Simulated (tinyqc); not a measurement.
Pariser-Parr-Pople SCF with singles CI, for the molecule O=C1C=CC(=O)C(O)=C1 (SMILES; centres numbered as the heavy atoms are written), step by step. One step of it, computed by the program tinyqc.

Task: Iteration 1: orbitals and new P. Diagonalise F (the basis is taken as orthonormal) and form P = 2 sum c c over the lowest orbitals.

F (eV):
```
           1O         2C         3C         4C         5C          6O         7C          8O
1O  -8.093393  -4.572619   0.000000   0.398143   0.000000   -0.338966   0.244270   -0.426333
2C  -4.572619  -4.085935  -3.532873   0.000000   0.174782    0.000000   0.000000    0.228018
3C   0.000000  -3.532873  -4.878598  -4.599866   0.000000    0.515710   0.215510    0.000000
4C   0.398143   0.000000  -4.599866  -5.512182  -3.574064    0.000000   0.000000   -0.047740
5C   0.000000   0.174782   0.000000  -3.574064  -6.239244   -4.844527  -3.389014    0.000000
6O  -0.338966   0.000000   0.515710   0.000000  -4.844527  -10.974811   0.000000    0.711376
7C   0.244270   0.000000   0.215510   0.000000  -3.389014    0.000000  -6.895642   -4.422209
8O  -0.426333   0.228018   0.000000  -0.047740   0.000000    0.711376  -4.422209  -16.040382
9C   0.639845  -3.793789   0.000000   0.387265   0.000000    0.126622  -3.948861    0.762747

           9C
1O   0.639845
2C  -3.793789
3C   0.000000
4C   0.387265
5C   0.000000
6O   0.126622
7C  -3.948861
8O   0.762747
9C  -5.275017
```

pi electrons, sum of z_r less the charge = 10

Give: orbital energies; P after iteration 1.

Result:

orbital energies (eV): -18.069  -14.965  -12.489  -10.169  -9.625  -5.051  -0.709  0.124  2.957

P after iteration 1:
```
        1O      2C      3C      4C      5C      6O      7C      8O
1O   1.312   0.776   0.116  -0.235  -0.177   0.290  -0.287   0.181
2C   0.776   0.774   0.349   0.065  -0.031  -0.080   0.134  -0.105
3C   0.116   0.349   0.844   0.842   0.178  -0.298  -0.095  -0.013
4C  -0.235   0.065   0.842   1.032   0.433  -0.065  -0.059   0.021
5C  -0.177  -0.031   0.178   0.433   0.735   0.742   0.342   0.001
6O   0.290  -0.080  -0.298  -0.065   0.742   1.464   0.010  -0.098
7C  -0.287   0.134  -0.095  -0.059   0.342   0.010   0.984   0.368
8O   0.181  -0.105  -0.013   0.021   0.001  -0.098   0.368   1.848
9C  -0.039   0.429  -0.042  -0.188   0.106  -0.201   0.797  -0.301

        9C
1O  -0.039
2C   0.429
3C  -0.042
4C  -0.188
5C   0.106
6O  -0.201
7C   0.797
8O  -0.301
9C   1.007
```
